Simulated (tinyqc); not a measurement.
From results back to parameters: Landau levels of a parabolic two-dimensional band. Two cases, with inputs chosen for the exercise.

Problem. Two successive minima of rho_xx occur at the fields below; each unresolved level holds 2 n_B electrons, n_B = B/(h/e), so minima lie at n/n_B = 2 (j + phi) with integer j and phi = 0 or 1/2; 1/angstrom^2 = 1e16/cm^2.

Constants: h/e = 413566.7697 T angstrom^2.

Case 1.

higher field = 1.44748 T
lower field = 1.15799 T

Case 2.

higher field = 7.58206 T
lower field = 5.68654 T

Find: period in 1/B; n; j + phi at the higher field.

Solution. The period is 2/(n h/e), and j + phi = 1/(B x period). An integer means phi = 0.

Case 1.

period in 1/B = 0.1727 1/T
n = 2.80 x 1e11/cm^2
j + phi at the higher field = 4

Case 2.

period in 1/B = 0.0440 1/T
n = 11.00 x 1e11/cm^2
j + phi at the higher field = 3

Computed by tinyqc, one run a case: `OMP_NUM_THREADS=1 python tinyqc.py N N+1 out.jsonl` with N = 1281347, 1281896; one thread of a shared Intel(R) Xeon(R) Processor @ 2.30GHz, about 0.02 s a run at most.
